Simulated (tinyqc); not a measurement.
Inside a calculation. Method: Pariser-Parr-Pople SCF with singles CI, for the molecule Nc1cccccc1=O (SMILES; centres numbered as the heavy atoms are written). One step of it, computed by the program tinyqc.

Task: Iteration 2: orbitals and new P. Diagonalise F (the basis is taken as orthonormal) and form P = 2 sum c c over the lowest orbitals.

F (eV), lower triangle:
```
            1N          2C          3C         4C         5C         6C         7C         8C
1N  -22.677912
2C   -2.350461  -15.977531
3C   -0.060829   -3.123653  -10.259124
4C   -0.040622   -0.533587   -6.053513  -1.551901
5C    0.009493    0.283273    0.454487  -2.993938   3.476262
6C    0.007672    0.270250   -0.101666   0.033929  -2.375076   4.527714
7C   -0.093861   -0.538138    0.003850   0.061956  -0.045713  -2.744184   0.724443
8C   -0.147538   -3.227797   -0.028629   0.130206  -0.041506   0.293001  -5.343342  -6.153263
9O   -0.128583   -0.471065   -0.110335   0.106403  -0.036144  -0.122090   1.004515  -4.755947

            9O
9O  -15.678246
```

pi electrons, sum of z_r less the charge = 10

Give: orbital energies; P after iteration 2.

Result:

orbital energies (eV): -23.7085  -18.9644  -16.4386  -11.7011  -6.8787  -0.7969  1.8352  5.0792  8.0042

P after iteration 2, lower triangle:
```
         1N       2C       3C       4C       5C       6C       7C      8C
1N   1.9997
2C   0.0028   1.9721
3C  -0.0080   0.0760   1.5320
4C   0.0124  -0.1156   0.8327   0.4668
5C   0.0091  -0.0941   0.1228   0.0774   0.0196
6C   0.0077  -0.0889   0.0336   0.0322   0.0193   0.0357
7C   0.0104  -0.1015  -0.0016   0.0378   0.0597   0.1454   0.6488
8C  -0.0089   0.0891  -0.0354   0.0112   0.0677   0.1852   0.8733  1.3881
9O   0.0029  -0.0294   0.0168  -0.0137  -0.0186  -0.0652  -0.2783  0.1960

        9O
9O  1.9371
```
